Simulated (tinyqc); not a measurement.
# Worked calculation: gated two-dimensional channel with two bands, quantum capacitance

tinyqc, about 0.01 s, one thread, Intel Xeon 2.30GHz (shared host): `OMP_NUM_THREADS=1 python tinyqc.py 2200046 2200047 out.jsonl` Printed values are rounded.

phi is the Fermi level above the lowest band edge, in volts; Vg is counted from the gate voltage at which an empty channel would have phi = 0. The channel has no thickness; trap charge is -q Dit phi.

Parameters, values chosen for the exercise; lowest band close to that of a thin InAs body:

| symbol | value | unit | meaning |
|---|---|---|---|
| T | 400 | K | temperature |
| eox | 3.9 |  | relative permittivity of the gate insulator (close to silicon dioxide) |
| tox | 14 | nm | insulator thickness |
| md | 0.0363 | m0 | in-plane mass |
| gv | 1 |  | valley degeneracy |
| m2 | 0.049 | m0 | in-plane mass of a second band, chosen freely |
| g2 | 1 |  | valley degeneracy of that band, chosen freely |
| E2 | 0.16 | eV | second band edge above the first |
| Dit | 0 | cm^-2 eV^-1 | density of traps |
| Vg | 1.16 | V | gate voltage |

Constants: q = 1.602176634e-19 C, kB = 1.380649e-23 J/K, hbar = 1.054571817e-34 J s, m0 = 9.1093837015e-31 kg, Vt = kB T/q, eps0 = 8.8541878128e-14 F/cm where lengths are in cm. Results are converted to the units shown.

## Gate capacitance

Cox = eps0 eox/tox.

Cox = 0.246652 uF/cm^2

## Starting value

phi = 0.01 V.

phi at the start = 0.01 V

## Iteration 1: new phi

D1 = gv md m0 q/(pi hbar^2), D2 = g2 m2 m0 q/(pi hbar^2) per eV; n1 = D1 Vt ln(1 + exp(phi/Vt)), n2 = D2 Vt ln(1 + exp((phi - E2)/Vt)), n = n1 + n2; Cq = q dn/dphi = q [D1/(1 + exp(-phi/Vt)) + D2/(1 + exp((E2 - phi)/Vt))]. Newton: f = phi + q (n + Dit phi)/Cox - Vg, phi(new) = phi - f/(1 + (Cq + q Dit)/Cox).

n1 = 4.43593e11 cm^-2
n2 = 9.03288e9 cm^-2
Cq = 1.43144 uF/cm^2
f = -0.855988 V
phi after iteration 1 = 0.135816 V

## Iteration 2: new phi

As before.

n1 = 2.06954e12 cm^-2
n2 = 2.84092e11 cm^-2
Cq = 3.47015 uF/cm^2
f = 0.504660 V
phi after iteration 2 = 0.102326 V

## Course of the iteration

Stop when the step is below 1e-10 V, or after 40 iterations.

Course of the iteration:

| iteration | phi before the step (V) | step (V) |
|---|---|---|
| 1 | 0.01 | 0.126 |
| 2 | 0.135816 | -0.0335 |
| 3 | 0.102326 | -3.69e-3 |
| 4 | 0.0986333 | -3.56e-5 |
| 5 | 0.0985978 | -3.22e-9 |
| 6 | 0.0985978 | < 1e-13 |

Converged in 6 iterations.

## Charge and capacitances at the solution

converged phi = 0.0985978 V

D1 = gv md m0 q/(pi hbar^2), D2 = g2 m2 m0 q/(pi hbar^2) per eV; n1 = D1 Vt ln(1 + exp(phi/Vt)), n2 = D2 Vt ln(1 + exp((phi - E2)/Vt)), n = n1 + n2; Cq = q dn/dphi = q [D1/(1 + exp(-phi/Vt)) + D2/(1 + exp((E2 - phi)/Vt))]. 1/C_G = 1/Cox + 1/(Cq + q Dit); dphi/dVg = Cox/(Cox + Cq + q Dit).

n = 1.63401e12 cm^-2
Cq = 2.77063 uF/cm^2
C_G = 0.226489 uF/cm^2
dphi/dVg = 0.0817465

Cq is 11.2 times Cox, so C_G is 91.8 % of Cox; 8.50 % of the gate voltage has gone into phi.
